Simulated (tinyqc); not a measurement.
Off-state leakage of single and stacked transistors: two steps of the calculation.

n-channel devices of unit width. Subthreshold current I(Vg, Vs, Vd) = I0 (T/300 K)^0.5 exp[(Vg - Vs - VT(T) - gb (Vs - Vb) + dd (Vd - Vs))/(nf Vt)] (1 - exp(-(Vd - Vs)/Vt)), VT(T) = VT - cT (T - 300 K). Gate-edge tunnelling Ig (Vd/1 V) exp(ag (Vd - 1 V)), for a gate at 0 V, and band-to-band leakage Ab u exp(-Bb/u), u = Vd - Vb + 1 V, flow at a drain held at V; both are taken as independent of T. In a stack of off transistors (all gates at 0 V) the same subthreshold current passes through each.

Values chosen for this exercise; values of the order met in bulk silicon logic transistors:
- T = 378 K (temperature)
- V = 0.8 V (supply voltage)
- VT = 0.3 V (threshold at 300 K, zero drain and body bias)
- cT = 0.9 mV/K (fall of the threshold with temperature)
- I0 = 0.15 uA/um (current at threshold at 300 K)
- nf = 1.47 (slope factor)
- dd = 0.17 (drain-induced lowering per volt)
- gb = 0.19 (rise of the threshold per volt of source-body bias)
- Ig = 0.0007 uA/um (gate-edge tunnelling current at 1 V)
- ag = 5.4 1/V (exponential slope of the gate current)
- Ab = 30 uA/(um V) (prefactor of band-to-band leakage at the drain)
- Bb = 18 V (its exponential voltage)
- Vb = -0.6 V (body voltage)

Constants: q = 1.602176634e-19 C, kB = 1.380649e-23 J/K, Vt = kB T/q. Results are converted to the units shown.

Task 1. Leakage of one transistor. Vg = Vs = 0, Vd = V; effective threshold VT(T) - gb Vb - dd V.

Wanted: effective threshold; parts; total; shares.

Result 1.

effective threshold = 0.20780 V
parts (nA/um): subthreshold 2.1956, gate edge 0.19017, band-to-band 39.822
total = 42.208 nA/um
shares (%): subthreshold 5.2019, gate edge 0.45056, band-to-band 94.348

The band-to-band part is the largest.

Task 2. New Vx. Stack of two, Vx the node between them: I_low = I(0, 0, Vx), I_up = I(0, Vx, V), f = ln(I_up/I_low), f' = -(1 + gb + 2 dd)/(nf Vt) - 1/(Vt (exp(Vx/Vt) - 1)) - 1/(Vt (exp((V - Vx)/Vt) - 1)), Vx(new) = Vx - f/f'.

Vx at the start = 0.089 V

Wanted: I_low; I_up; f; f'; Vx after iteration 1.

Result 2.

I_low = 0.16446 nA/um
I_up = 0.17528 nA/um
f = 0.063734
f' = -34.090 1/V
Vx after iteration 1 = 0.090870 V

tinyqc, about 0.03 s, one thread, Intel Xeon 2.30GHz (shared host): `OMP_NUM_THREADS=1 python tinyqc.py 2242202 2242203 out.jsonl`
